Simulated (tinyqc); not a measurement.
Q-state Potts model on a small periodic square lattice: enumeration, Metropolis, heat-bath and Wolff steps: one step, computed by the program tinyqc. Command: `OMP_NUM_THREADS=1 python tinyqc.py 3111825 3111826 out.jsonl potts walk`. One thread of a shared host (Intel(R) Xeon(R) Processor @ 2.30GHz), about 0.1 s of CPU time with the checks.

E = -J x (number of nearest-neighbour bonds with equal states); n x n sites with periodic edges have 2 n^2 bonds. Order parameter m = (q f - 1)/(q - 1), f being the largest share of one state. Sites are numbered row by row from 0. Here q = 4 and n = 3.

Problem. Scales. K = J/(k_B T); the infinite square lattice orders at K_c = ln(1 + sqrt(q)); Wolff bond probability p = 1 - exp(-K).

Inputs (values chosen for the exercise, for a model of domains or grain orientations): number of states q = 4; coupling J = 71 meV; temperature T = 1170 K.

Constants: k_B = 8.617333262e-05 eV/K.

Give: K; K_c; T_c of the infinite lattice; p.

Solution.

K = 0.7042

K_c = 1.099

T_c of the infinite lattice = 750.0 K

p = 0.5055
